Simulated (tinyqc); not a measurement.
Which input was changed? Model: donor in an ellipsoidal valley (Kohn-Luttinger variational method). Computed by tinyqc, a small Python program. Command: `OMP_NUM_THREADS=1 python tinyqc.py 3020367 3020368 out.jsonl kohnlutt which`. One thread of a shared host (Intel(R) Xeon(R) Processor @ 2.30GHz), about 0.5 s of CPU time with the checks.

H = -(d^2/dx^2 + d^2/dy^2) - gamma d^2/dz^2 - 2/r in units built on m_t, with gamma = m_t/m_l and z along the valley axis. One valley; no valley-orbit or central-cell term.

Inputs (values chosen for the exercise, modelled on 3C-SiC): transverse mass m_t = 0.25 m_0; longitudinal mass m_l = 0.69 m_0; dielectric constant eps = 9.5.

Constants: Ry = 13.605693123 eV; a_0 = 0.529177210903 angstrom.

Method:
- Ry* = Ry m_t/eps^2, a* = a_0 eps/m_t, gamma = m_t/m_l.
- Trial function exp(-sqrt((x^2 + y^2)/a^2 + z^2/b^2)) with beta = b/a < 1: E = t/a^2 - u/a, t = (2 + gamma/beta^2)/3, u = 2 arcsin(sqrt(1 - beta^2))/sqrt(1 - beta^2); the best a is 2 t/u and E(beta) = -u^2/(4 t).
- Golden-section search on beta from 0.05 to 0.999, 60 steps.
- Gaussian basis: g = P exp(-al (x^2 + y^2) - be z^2) with P = 1 (s-like), z (2p0) or x (2p+-); al = 0.004 x 2.6^k, k = 0..11, and be/al = 1, gamma^(-1/2) or 1/gamma (36 functions); 1/r = (2/sqrt(pi)) int exp(-t^2 r^2) dt by 48 Gauss-Legendre points after t = sqrt(al_i + al_j) tan(theta); overlap eigenvalues below 1e-10 are dropped.

Task: One of these inputs alone was changed, within the range given: transverse mass m_t (0.125 to 0.5); longitudinal mass m_l (0.345 to 1.38); dielectric constant eps (4.75 to 19). Which one, and to what value?

Results:

| run | radius b of the 1s trial function (angstrom) | radius a of the 1s trial function (angstrom) | 2p+- binding energy (meV) |
|---|---|---|---|
| before | 11.51601 | 16.49919 | 11.22659 |
| after | 11.01462 | 16.25742 | 11.36536 |

Result:

Each candidate set to reproduce radius b of the 1s trial function, and what it then gives:

| candidate | range searched | value needed | radius a of the 1s trial function (angstrom) | 2p+- binding energy (meV) |
|---|---|---|---|---|
| transverse mass m_t (m_0) | 0.125 to 0.5 | 0.2748 | 15.265 | 12.167 |
| longitudinal mass m_l (m_0) | 0.345 to 1.38 | 0.7510 | 16.257 | 11.365 |
| dielectric constant eps | 4.75 to 19 | 9.086 | 15.781 | 12.272 |

Only longitudinal mass m_l fits every result: it went from 0.69 to 0.751 m_0. The next best candidate, transverse mass m_t, misses one result by 7.1 %.
